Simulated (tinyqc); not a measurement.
# Worked calculation: surface potential of a MOS transistor: implicit equation and explicit approximations

Program tinyqc, `OMP_NUM_THREADS=1 python tinyqc.py 2122082 2122083 out.jsonl`; Intel Xeon 2.30GHz, shared host, one thread, about 0.01 s. Printed values are rounded.

p-type body, charge-sheet picture, depletion and inversion only, full ionisation (an idealisation for deep acceptors), Boltzmann statistics (rough once Na exp(x - xn) passes about Nc/7). In units of Vt: xg = (Vg - Vfb)/Vt, x = psi/Vt, G = gamma/sqrt(Vt), xn = (2 phiF + Vc)/Vt. The implicit equation is (xg - x)^2 = G^2 [x - 1 + exp(x - xn)] for x above about 3. Cox = eps0 eox/tox.

Inputs (values chosen for the exercise); band and dielectric values close to those of silicon:
- T = 300 K (temperature)
- Eg = 1.13 eV (band gap)
- eps_r = 11.6 (relative permittivity)
- Nc = 2.85e19 cm^-3 (conduction-band density of states at T)
- Nv = 2.67e19 cm^-3 (valence-band density of states at T)
- eox = 21.5 (relative permittivity of the gate insulator (close to hafnium oxide))
- tox = 5.4 nm (insulator thickness)
- Na = 6.8e16 cm^-3 (acceptor density)
- Vfb = -0.52 V (flat-band voltage)
- Vc = 0.2 V (channel-body voltage)
- Vg = 0.69 V (gate-body voltage)

Constants: q = 1.602176634e-19 C, kB = 1.380649e-23 J/K, Vt = kB T/q, eps0 = 8.8541878128e-14 F/cm where lengths are in cm. Results are converted to the units shown.

Range of the model: The electron quasi-Fermi level lies less than 2 Vt below the band edge at the surface, or above it, where degeneracy and confinement, left out, matter.

## Scales

ni = sqrt(Nc Nv) exp(-Eg/(2 Vt)), Eg in volts; phiF = Vt ln(Na/ni); gamma = sqrt(2 q eps0 eps_r Na)/Cox; VT = Vfb + Vt (xn + G sqrt(xn - 1)).

phiF = 0.4097450 V
gamma = 0.04243601 V^0.5
G = 0.2639292
xn = 39.43563
VT = 0.5417908 V
xg = 46.80489

## Explicit approximation

Depletion value a = 1 + [sqrt(G^2/4 + xg - 1) - G/2]^2; inversion value b = xn + ln[(xg - xn)^2/G^2 - xn + 1] and first guess y = min(a, b) - ln(1 + exp(-|a - b|)) if a > xn + 1, else b = y = a; one second-order correction with D = exp(y - xn), p = 2 (xg - y) + G^2 (1 + D), w = (xg - y)^2 - G^2 (y - 1 + D): z = y + 2 w/(p + sqrt(p^2 - 2 (2 - G^2 D) w)), or the Newton step z = y + w/p where the root is not real.

a = 45.05312
b = 46.04386
y = 44.73736
p = 18.18404
w = -12.75134
z = 43.63808

The root of the implicit equation is x = 43.8492; y misses it by 0.89 and z by -0.21, in units of Vt.

## Starting value

x = a rounded to two decimals.

x at the start = 45.05

## Iteration 1: new x

D = exp(x - xn), f = (xg - x)^2 - G^2 (x - 1 + D), f' = -2 (xg - x) - G^2 (1 + D), x(new) = x - f/f'.

D = 274.3393
f = -19.09893
f' = -22.68954
x after iteration 1 = 44.20825

## Iteration 2: new x

As before.

D = 118.2281
f = -4.502895
f' = -13.49855
x after iteration 2 = 43.87467

## Iteration 3: new x

As before.

D = 84.69290
f = -0.2999722
f' = -11.82970
x after iteration 3 = 43.84931

## Course of the iteration

Stop when the step is below 1e-11, or after 60 iterations.

Course of the iteration:
```
iteration,x before the step,step
1,45.05,-0.842
2,44.20825,-0.334
3,43.87467,-0.0254
4,43.84931,-1.05e-4
5,43.84920,-1.78e-9
6,43.84920,0
```

Converged in 6 iterations.

## Potential, charges and gate control

converged x = 43.84920

psi = Vt x; N_dep = Cox Vt G sqrt(x - 1)/q; N_inv = (Cox Vt G/q) [sqrt(x - 1 + exp(x - xn)) - sqrt(x - 1)]; dpsi/dVg = 1/[1 + G^2 (1 + exp(x - xn))/(2 (xg - x))].

psi = 1.133590 V
N_dep = 9.827342e11 cm^-2
N_inv = 6.9853e11 cm^-2
dpsi/dVg = 0.5038546

psi lies 4.4 Vt above 2 phiF + Vc.
